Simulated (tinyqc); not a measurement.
Energy conservation against the time step: molecular dynamics of a small cluster by velocity Verlet steps. Computed by tinyqc, a small Python program. Command: `OMP_NUM_THREADS=1 python tinyqc.py 3014493 3014494 out.jsonl verlet walk`. One thread of a shared host (Intel(R) Xeon(R) Processor @ 2.30GHz), about 0.1 s of CPU time with the checks.

E = sum_i {sum_j A exp(-p (r_ij/r0 - 1)) - xi sqrt(rho_i)}, rho_i = sum_j exp(-2 q (r_ij/r0 - 1)); the force on i is -sum_j w_ij (R_i - R_j)/r_ij with w_ij = -(2p/r0) A exp(-p (r_ij/r0 - 1)) + (xi q/r0) exp(-2 q (r_ij/r0 - 1)) (rho_i^(-1/2) + rho_j^(-1/2)).

Inputs (values chosen for the exercise, for model atoms):

| quantity | value | unit |
|---|---|---|
| length r0 | 2.33 | angstrom |
| repulsion A | 0.14 | eV |
| hopping xi | 1.52 | eV |
| decay p | 10.4 | - |
| decay q | 3.32 | - |
| atomic mass M | 38.7 | u |
| time step dt | 2.3 | fs |
| steps | 100 | - |

Potential: Gupta.

starting positions (angstrom):
```
           x      y      z
atom 1     0      0   0.03
atom 2  2.24  -0.02  -0.03
atom 3  1.07   1.91  -0.03
atom 4  1.13   0.62   1.74
```

starting velocities (angstrom/fs):
```
               x         y         z
atom 1  -0.00014  -0.00081   0.00022
atom 2   0.00086  -0.00017  -0.00027
atom 3   0.00012   0.00057   0.00146
atom 4  -0.00084   0.00041  -0.00142
```

Constants: 1 eV/(angstrom u) = 9.648533212e-03 angstrom/fs^2; k_B = 8.617333262e-05 eV/K.

Method:
- Relax the cluster, diagonalise the Hessian (central differences): omega_max = sqrt(c lambda_max/M). Verlet steps are stable for omega_max dt < 2.
- Velocity Verlet: a = c F/M with c = 9.648533212e-3 angstrom/fs^2 per eV/(angstrom u); R(new) = R + v dt + a dt^2/2; v(new) = v + (a + a(new)) dt/2. Kinetic energy K = M v^2/(2c); temperature T = 2K/((3N - 3) k_B), rotation of the cluster included.
- Runs without thermostat over the same span of time, steps x dt; spread = largest minus smallest value. For contrast, the energy gained over the first 30 dt (dt of the inputs) by explicit Euler steps: R(new) = R + v dt, v(new) = v + a dt.

omega_max dt = 0.235588

Energy error (eV):

| dt (fs) | omega_max dt | Verlet, spread of U + K | Euler, gain in U + K |
|---|---|---|---|
| 0.2875 | 0.02945 | 5.1169e-05 | 0.051 |
| 0.5750 | 0.05890 | 2.0453e-04 | 0.111 |
| 1.1500 | 0.11779 | 8.1862e-04 | 0.268 |
| 2.3000 | 0.23559 | 3.2425e-03 | 0.785 |
| 4.6000 | 0.47118 | 1.2592e-02 | 3.307 |
| 6.9000 | 0.70676 | 2.6738e-02 | 10.756 |

The Verlet error grows as dt^2.00 between the first rows, the second order of the method. Euler steps gain energy steadily: over that short span the gain in the first row is already 990 times the Verlet spread of the whole run, and it grows as dt^1.13, tending to the first order of that method as dt shrinks. Caution: where the Euler gain approaches or exceeds the binding energy the cluster has blown apart.

Extremes, crossings and ranges named in words are read from the listed rows.
